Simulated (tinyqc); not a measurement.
Photoconductance decay in a wafer: bulk and surface recombination modes, and iron detection by pair splitting: one step, computed by the program tinyqc.

Both faces of the wafer have the same S; injection is low and all coefficients are constant. x runs from -W/2 to W/2.

Task: Decay rates of the even modes. Even modes cos(a x) obey b tan b = S W/(2 D) with b = a W/2, odd modes sin(a x) obey -b cot b = S W/(2 D); each decays at the rate 1/tau_b + D a^2.

Inputs (values chosen for the exercise, modelled on p-type silicon):
```
quantity                          value         unit
thickness W                         300   micrometre
diffusivity D                      24.4       cm^2/s
bulk lifetime tau_b without iron    120  microsecond
surface recombination velocity S    700         cm/s
```

Give: the table «The first four even modes: b, surface rate and decay time» with the columns b_n, surface rate D a^2 (1/s), decay time (microsecond), for n = 0, 1, 2, 3.

Result:

The first four even modes: b, surface rate and decay time:
```
n    b_n  surface rate D a^2 (1/s)  decay time (microsecond)
0  0.612                 4.068e+04                     20.40
1  3.272                 1.161e+06                      0.86
2  6.351                 4.374e+06                      0.23
3  9.470                 9.726e+06                      0.10
```
